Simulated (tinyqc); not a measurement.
Abrupt p-n junction, non-linear Poisson equation by Newton steps: one step of the calculation.

One dimension, p side on the left, n side on the right; net doping C = -Na for x < 0 and +Nd for x > 0. The potential psi is counted from the intrinsic level, and the quasi-Fermi potentials are flat: 0 for holes and -V for electrons, so n = ni exp((psi + V)/Vt) and p = ni exp(-psi/Vt) (Boltzmann statistics, full ionisation, no current). Under reverse bias this makes the minority densities vanishingly small everywhere; they play no part in the charge.

Question. Densities, residual and Jacobian diagonal. n_i = ni exp((psi_i + V)/Vt), p_i = ni exp(-psi_i/Vt), rho_i = p_i - n_i + C_i, g_i = (n_i + p_i)/Vt. Box widths w_i = (h_(i-1) + h_i)/2 in cm. Residual F_i = a_i (psi_(i+1) - psi_i) - a_(i-1) (psi_i - psi_(i-1)) + q rho_i w_i; Jacobian: a_(i-1) and a_i beside the diagonal, b_i = -a_(i-1) - a_i - q g_i w_i on it. The two end nodes are fixed.

Inputs (values chosen for the exercise): temperature T = 250 K; bias of the p side against the n side V = -5.8 V.

Constants: q = 1.602176634e-19 C, kB = 1.380649e-23 J/K, Vt = kB T/q. Results are converted to the units shown.

```
node  x (nm)  psi after iteration 1 (V)  net doping C (cm^-3)
0       -188                 -1.6321217               -6.8e17
1       -125                 -1.6304032               -6.8e17
2      -80.8                 -1.2503229               -6.8e17
3      -50.2                  0.3839156               -6.8e17
4      -28.8                  2.2503819               -6.8e17
5      -13.9                  3.9017385               -6.8e17
6       -3.6                  5.2121754               -6.8e17
7        3.6                  6.1793596                2.9e18
8       12.3                  7.0045851                2.9e18
9       22.9                  7.4450427                2.9e18
10      35.7                  7.4629720                2.9e18
11      51.3                  7.4633676                2.9e18
```

coupling a_i, interval 0 to 10 (F/cm^2): [1.3309390e-7, 1.8970398e-7, 2.7401686e-7, 3.9181850e-7, 5.6274603e-7, 8.1406950e-7, 1.1645716e-6, 9.6378343e-7, 7.9102980e-7, 6.5507155e-7, 5.3749461e-7]
ni = 8.5188956e-16 cm^-3

Find: n; p; residual F; diagonal b.

Answer.

```
node   n (cm^-3)   p (cm^-3)
0     1.275e-165    6.800e17
1     1.381e-165    6.279e17
2     6.341e-158    1.367e10
3     5.584e-125   1.552e-23
4      2.362e-87   3.670e-61
5      4.604e-54   1.883e-94
6      1.203e-27  7.204e-121
7       3.784e-8  2.291e-140
8        1.636e9  5.299e-157
9       1.239e18  6.997e-166
10      2.847e18  3.044e-166
11      2.900e18  2.989e-166
```

```
node  residual F (1e-8 C/cm^2)  diagonal b (F/cm^2)
1                        2.710            -2.535e-5
2                       -3.176            -4.637e-7
3                        0.024            -6.658e-7
4                        0.024            -9.546e-7
5                        0.022            -1.377e-6
6                       -3.576            -1.979e-6
7                        3.837            -2.128e-6
8                        0.145            -1.755e-6
9                       -2.526            -1.222e-5
10                       0.047            -3.126e-5
```

Program tinyqc, `OMP_NUM_THREADS=1 python tinyqc.py 2000152 2000153 out.jsonl`; Intel Xeon 2.30GHz, shared host, one thread, about 0.05 s.
